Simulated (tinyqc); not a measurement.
Dopants and charged point defects at anneal temperature: Fermi-level effect, clustering and pairing: one step, computed by the program tinyqc. Command: `OMP_NUM_THREADS=1 python tinyqc.py 3023151 3023152 out.jsonl pairing walk`. One thread of a shared host (Intel(R) Xeon(R) Processor @ 2.30GHz), about 0.03 s of CPU time with the checks.

Boltzmann statistics and full ionisation of active dopants. Energies are counted from the valence band; the defect (a vacancy or self-interstitial) has five charge states, with all degeneracy factors one.

Question. Charged defects. C_0 = N_s exp(S_f/k_B) exp(-H_f/k_B T). Ratios to the neutral state at E_F = E_i: r_+ = exp((E(+/0) - E_i)/k_B T), r_2+ = r_+ exp((E(2+/+) - E_i)/k_B T), r_- = exp((E_i - E(0/-))/k_B T), r_2- = r_- exp((E_i - E(-/2-))/k_B T); at other E_F state q scales as chi^(-q). The enhancement is sum r_q chi^(-q)/sum r_q. The charge on the defects is left out of neutrality.

Inputs (values chosen for the exercise, with bands modelled on silicon):
```
quantity                                        value   unit
anneal temperature T                              920      K
formation enthalpy of the neutral defect H_f     3.24     eV
formation entropy S_f                             7.3    k_B
site density N_s                              4.4e+22  cm^-3
```

Dopant: acceptor. Second part: clustering of the dopant.

defect levels as fractions of E_g(T): (2+/+), (+/0), (0/-), (-/2-): 0.14  0.28  0.36  0.86

E_g = 0.9415056 eV

k_B T = 0.07927947 eV

n_i = 3.149703e+17 cm^-3

E_i = 0.4542473 eV

chi = 0.01462056

Give: neutral defects C_0; Charge states; all defects, doped; enhancement over intrinsic; mean charge.

Answer.

neutral defects C_0 = 1.16e+08 cm^-3

Charge states:
```
state   ratio r  intrinsic (cm^-3)  doped (cm^-3)
2+     1.55e-03           1.80e+05       8.40e+08
+      9.03e-02           1.05e+07       7.17e+08
0      1.00e+00           1.16e+08       1.16e+08
-      4.28e+00           4.97e+08       7.27e+06
2-     4.84e-02           5.62e+06       1.20e+03
```

all defects, doped = 1.68e+09 cm^-3

enhancement over intrinsic = 2.67

mean charge = 1.42 e

Doping leaves the neutral state alone and multiplies the total by 2.67; the most common state is 2+ (in intrinsic material -).
